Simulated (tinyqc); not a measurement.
Raising U: Hubbard chain of 4 sites, mean field against exact. Computed by the program tinyqc. Collinear unrestricted mean field (the lowest of 40 random starts) against exact diagonalisation.

one-body matrix (hopping and site energies) (eV):
```
,1,2,3,4
1,0.0000,-1.1900,0.0000,0.0000
2,-1.1900,0.0000,-1.1900,0.0000
3,0.0000,-1.1900,0.0000,-1.1900
4,0.0000,0.0000,-1.1900,0.0000
```

electrons, up and down: 2  2

Exact and mean-field results (eV):
```
U,U/t,E exact,E mean field,mean |n_up - n_down|,"double occupancy, exact",first gap in the sector
0.5900,0.4958,-4.762204,-4.731842,0.0000,0.2243,1.3071
1.1900,1.0000,-4.254685,-4.131842,0.0000,0.1988,1.1646
2.3800,2.0000,-3.422372,-2.971475,0.3935,0.1521,0.9387
3.5700,3.0000,-2.793438,-2.191971,0.6966,0.1138,0.7698
4.7600,4.0000,-2.324243,-1.706842,0.8199,0.0849,0.6429
7.1400,6.0000,-1.704004,-1.167392,0.9177,0.0494,0.4731
9.5200,8.0000,-1.329435,-0.883063,0.9534,0.0312,0.3697
14.2800,12.0000,-0.914001,-0.592227,0.9792,0.0152,0.2544
23.8000,20.0000,-0.557658,-0.356404,0.9925,0.0057,0.1553
```

What does the comparison show, and why?

In absolute terms mean field is worst at U/t = 4.0, 0.617 eV too high: at small U it is nearly exact, and at large U it misses only exchange-scale energies. Its local moments set in at U/t = 2.0 of those listed, a broken symmetry that the exact state of a finite cluster with equal spins does not have. Relative to the exact energy its error is 0.6 % at the smallest U, 36 % at most and 36 % at the largest. The double occupancy falls from 0.224 to 0.006; at the largest U the first gap is 0.65 times the exchange scale 4t^2/U.
